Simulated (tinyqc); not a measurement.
# Mobility, diffusion coefficient and lifetime from two collectors

Question. For an injected sheet in a field F the peak time tp at distance L obeys u^2 tp^2 + 2 D tp = L^2 with u^2 = v^2 + 4 D/tau, and the pulse area goes as exp(L (v - u)/(2 D)); v = mu F. Find u, D, mu and tau without using the Einstein relation.

Parameters, values chosen for the exercise: sweep field along the drift F = 24 V/cm.

distances (um): 200  590
peak times (us): 0.548709625  1.68278807
ratio of the areas, far over near = 0.344439501

Answer. The two peak times give two linear equations for u^2 and D; the area ratio gives v - u, and u^2 - v^2 = 4 D/tau gives tau.

u = 3.437e4 cm/s
D = 40.42 cm^2/s
mu = 1340 cm^2/(V s)
tau = 1.100e-6 s

tinyqc, about 0.01 s, one thread, Intel Xeon 2.30GHz (shared host): `OMP_NUM_THREADS=1 python tinyqc.py 2310113 2310114 out.jsonl`
